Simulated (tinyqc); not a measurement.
What each parameter does: hydrogenic donor in a hard-walled well (variational).

Trial function cos(pi z/L) exp(-r/lam), r measured from the donor at zi, walls at +/- L/2, one eps everywhere. Counted from the lowest subband, E(lam) = c/(m lam^2) - (q/eps) I0/I1, with I0 the integral of cos^2(pi z/L) exp(-2|z - zi|/lam) over the well and I1 the same with the factor (|z - zi| + lam/2); c = hbar^2/2m0, q = e^2/(4 pi eps0). The binding energy is -E at the minimum.

Constants: hbar^2/2m0 = 3.80998211 eV angstrom^2; e^2/(4 pi eps0) = 14.39964547 eV angstrom; Ry = 13.60569312 eV.

Values chosen for the exercise (near those of GaAs; the results hold for these values, not for the real material): m = 0.065 m0 (mass); eps = 12.7 (dielectric constant); L = 502 angstrom (well width); zi = 43 angstrom (position of the donor from the centre).

The minimum over lam; Ry* = Ry m/eps^2.

One parameter was then changed.

Results before and after:

| case | binding (meV) | lam (angstrom) | binding/Ry* |
|---|---|---|---|
| base | 6.95 | 109.3 | 1.268 |
| changed | 8.37 | 98.2 | 1.230 |

Which of these changes was made? (a) eps = 11.4; (b) m = 0.078 m0; (c) L = 653 angstrom; (d) zi = 22 angstrom.

Answer: (a) eps = 11.4. Of the candidates, run in turn, only this one gives the changed row.

All candidates:

| case | binding (meV) | lam (angstrom) | binding/Ry* |
|---|---|---|---|
| base | 6.95 | 109.3 | 1.268 |
| m = 0.078 m0 | 7.93 | 91.1 | 1.206 |
| eps = 11.4 | 8.37 | 98.2 | 1.230 |
| L = 653 angstrom | 6.52 | 109.4 | 1.189 |
| zi = 22 angstrom | 7.05 | 109.5 | 1.286 |

Computed by tinyqc, a small Python program: `OMP_NUM_THREADS=1 python tinyqc.py 1282756 1282757 out.jsonl` (the numbers bound the seed that draws the inputs); one thread of a shared host (Intel(R) Xeon(R) Processor @ 2.30GHz), about 0.02 s for the whole set of steps.
